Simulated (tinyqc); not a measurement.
Trap density from one capacitance.

Problem. Traps spread evenly through the insulator exchange electrons with the semiconductor by tunnelling, with tau(x) = t0 exp(2 ka x) at depth x from the interface. The admittance per area Y seen at depth x obeys dY/dx = -Y^2/(i w eps0 eox) + q Nb ln(1 + i w tau)/tau, with Y(0) = i w Cs and w = 2 pi f; the gate sees Y(tox) = G + i w C. Working variable y = Y/(i w), in uF/cm^2. Cox = eps0 eox/tox. Find Nb and G/w.

Values chosen for this exercise: relative permittivity of the insulator eox = 22.1; insulator thickness tox = 9.5 nm; semiconductor capacitance in accumulation Cs = 4.5 uF/cm^2; decay constant of the wave function in the insulator ka = 4.1 1/nm; time constant of a trap at the interface t0 = 2e-10 s; frequency f = 1000 Hz.

Constants: q = 1.602176634e-19 C, eps0 = 8.8541878128e-14 F/cm where lengths are in cm. Results are converted to the units shown.

C = 1.4336217 uF/cm^2

Answer. C rises steadily with Nb, so one density matches; in practice ka and t0 must come from the frequency dependence.

Nb = 5.100e18 cm^-3 eV^-1
G/w = 0.002957 uF/cm^2

Computed by the program tinyqc: `OMP_NUM_THREADS=1 python tinyqc.py 2202070 2202071 out.jsonl`, one thread of a shared Intel Xeon 2.30GHz, about 0.5 s for the whole run.
